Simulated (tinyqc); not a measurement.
# Six-transistor SRAM cell, nodal equations and margins: two studies

Two cross-coupled inverters (pull-down bn, pull-up bp) hold the nodes Q and QB; access transistors (ba, threshold VTn, gate on the word line at Vdd when selected) join them to the bit lines. Transistor (EKV form, voltages against the body): I = 2 n b Vt^2 [F(vp - Vs) - F(vp - Vd)] from drain to source, F(v) = ln^2(1 + exp(v/(2 Vt))), vp = (Vg - VT + sg |Vd - Vs|)/n. n-channel bodies are at 0; for the p-channel device all voltages are counted down from Vdd. b in uA/V^2 gives I in uA. For an access transistor the bit line is the drain and the node the source. In a read both bit lines are at Vdd. The cell is symmetric (no mismatch).

Values chosen for this exercise:

| symbol | value | unit | meaning |
|---|---|---|---|
| T | 273 | K | temperature |
| Vdd | 0.7 | V | supply voltage |
| n | 1.44 |  | slope factor |
| sg | 0.046 |  | drain-induced barrier lowering |
| VTn | 0.41 | V | n-channel threshold |
| VTp | 0.45 | V | p-channel threshold (magnitude) |
| bn | 260 | uA/V^2 | gain factor of the pull-down transistor |
| ba | 170 | uA/V^2 | gain factor of the access transistor |
| bp | 68 | uA/V^2 | gain factor of the pull-up transistor |

Constants: q = 1.602176634e-19 C, kB = 1.380649e-23 J/K, Vt = kB T/q. Results are converted to the units shown.

Each table varies one quantity; the others keep the values above.

## Effect of the drain-induced barrier lowering

f(x) is the node voltage of one half-cell for input x: In = Ip in hold, In = Ip + Ia in a read. Static noise margin: side of the largest square between the curve (x, f(x)) and its mirror image (f(y), y); with h(c) the root x of f(x) - x = c, it is the maximum over c > 0 of h(c) - h(-c) + c. Q is the low node in a read and Iread the current of its access transistor. The write trip is the voltage to which the bit line of the high node must fall (the other staying at Vdd) for that state to vanish; higher is easier, and a negative value means that a grounded bit line does not write.

Results:

| sg | hold margin (mV) | read margin (mV) | Q in a read (mV) | Iread (uA) | write trip (mV) |
|---|---|---|---|---|---|
| 0.02 | 291.8 | 167.5 | 49.49 | 3.230 | 142.0 |
| 0.05 | 282.0 | 156.0 | 54.82 | 3.548 | 152.7 |
| 0.08 | 272.1 | 144.5 | 60.24 | 3.868 | 162.8 |
| 0.11 | 262.2 | 133.1 | 65.71 | 4.192 | 172.5 |
| 0.17 | 242.1 | 110.3 | 76.68 | 4.847 | 190.1 |

Estimate the missing row, sg = 0.14.

Computed row:

| sg | hold margin (mV) | read margin (mV) | Q in a read (mV) | Iread (uA) | write trip (mV) |
|---|---|---|---|---|---|
| 0.14 | 252.2 | 121.7 | 71.20 | 4.518 | 181.6 |

With this row back in the table: As sg goes from 0.02 to 0.17, the read margin falls from 167 to 110 mV, the write trip rises from 142 to 190 mV and Iread rises from 3.23 to 4.85 uA. The read margin is 0.57 of the hold margin in the first row and 0.46 in the last. Read stability and write ability pull in opposite directions.

## Effect of the gain factor of the access transistor

Same model as above.

The same in every row: hold margin (mV) = 283.3.

Effect of the gain factor of the access transistor:

| ba (uA/V^2) | read margin (mV) | Q in a read (mV) | Iread (uA) | write trip (mV) |
|---|---|---|---|---|
| 65 | 187.4 | 26.13 | 1.826 | 74.35 |
| 90 | 177.3 | 34.00 | 2.327 | 103.8 |
| 130 | 165.8 | 44.88 | 2.983 | 132.6 |
| 170 | 157.5 | 54.11 | 3.505 | 151.3 |
| 240 | 146.9 | 67.40 | 4.202 | 172.9 |
| 340 | 136.4 | 82.08 | 4.897 | 192.7 |

What does the table show?

As ba goes from 65 to 340 uA/V^2, the read margin falls from 187 to 136 mV, the write trip rises from 74.3 to 193 mV and Iread rises from 1.83 to 4.90 uA. The read margin is 0.66 of the hold margin in the first row and 0.48 in the last. Read stability and write ability pull in opposite directions.

Program tinyqc, `OMP_NUM_THREADS=1 python tinyqc.py 2340006 2340007 out.jsonl`; Intel Xeon 2.30GHz, shared host, one thread, about 0.1 s.
